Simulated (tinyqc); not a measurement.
From results back to parameters: donors with valley-orbit split 1s states. Five cases, with inputs chosen for the exercise.

Problem. The electron density is given and ND is hidden.

Each donor binds at most one electron, in any of its states. For a site s, W_s = sum over its states of g exp(E/kT), and the ionised share is 1/(1 + W_s exp(eta)), eta = (EF - Ec)/kT; n = Nc F_1/2(eta); neutrality n + NA = ND x (mean ionised share); holes are neglected. Nc from N = 2 (m kB T/(4 pi c))^(3/2) with c = hbar^2/2m0, in 1/angstrom^3; times 1e24 for 1/cm^3, m = md. F_j(eta) = (1/Gamma(j + 1)) integral_0^infinity x^j dx/(1 + exp(x - eta)), which tends to exp(eta) for eta << 0.

Constants: hbar^2/2m0 = 3.80998211 eV angstrom^2; kB = 8.617333262e-05 eV/K.

Case 1.

Values chosen (near those of P in Si; not measured data): md = 1.071 m0 (density-of-states mass of the conduction band); E = (44.2, 32, 30.6) meV (binding energies of 1s(A1), 1s(T2), 1s(E)); g = (2, 6, 4) (their degeneracies with spin); T = 200 K; NA = 0 1/cm^3 (compensating acceptors, all ionised).

n = 2.3674e+15 1/cm^3

Case 2.

Values chosen (near those of P in Si; not measured data): md = 1.052 m0 (density-of-states mass of the conduction band); E = (46.1, 34.8, 32.7) meV (binding energies of 1s(A1), 1s(T2), 1s(E)); g = (2, 6, 4) (their degeneracies with spin); T = 350 K; NA = 0 1/cm^3 (compensating acceptors, all ionised).

n = 1.6673e+16 1/cm^3

Case 3.

Values chosen (near those of P in Si; not measured data): md = 1.055 m0 (density-of-states mass of the conduction band); E = (46.2, 35.1, 33.8) meV (binding energies of 1s(A1), 1s(T2), 1s(E)); g = (2, 6, 4) (their degeneracies with spin); T = 300 K; NA = 0 1/cm^3 (compensating acceptors, all ionised).

n = 2.6867e+15 1/cm^3

Case 4.

Values chosen (near those of As in Si; not measured data): md = 1.05 m0 (density-of-states mass of the conduction band); E = (52.8, 32.5, 30.4) meV (binding energies of 1s(A1), 1s(T2), 1s(E)); g = (2, 6, 4) (their degeneracies with spin); T = 300 K; NA = 0 1/cm^3 (compensating acceptors, all ionised).

n = 4.2666e+15 1/cm^3

Case 5.

Values chosen (near those of As in Si; not measured data): md = 1.088 m0 (density-of-states mass of the conduction band); E = (55.3, 35.1, 33.7) meV (binding energies of 1s(A1), 1s(T2), 1s(E)); g = (2, 6, 4) (their degeneracies with spin); T = 500 K; NA = 0 1/cm^3 (compensating acceptors, all ionised).

n = 2.1977e+15 1/cm^3

Find: eta; mean ionised share; ND.

Solution. n/Nc gives eta, eta and W_s give the ionised share, and ND = (n + NA)/share.

Case 1.

eta = -8.763
mean ionised share = 0.986
ND = 2.4e+15 1/cm^3

Case 2.

eta = -7.624
mean ionised share = 0.981
ND = 1.7e+16 1/cm^3

Case 3.

eta = -9.222
mean ionised share = 0.995
ND = 2.7e+15 1/cm^3

Case 4.

eta = -8.753
mean ionised share = 0.992
ND = 4.3e+15 1/cm^3

Case 5.

eta = -10.236
mean ionised share = 0.999
ND = 2.2e+15 1/cm^3

Computed by tinyqc, one run a case: `OMP_NUM_THREADS=1 python tinyqc.py N N+1 out.jsonl` with N = 1680062, 1680063, 1680105, 1680123, 1680170; one thread of a shared Intel(R) Xeon(R) Processor @ 2.30GHz, about 0.01 s a run at most.
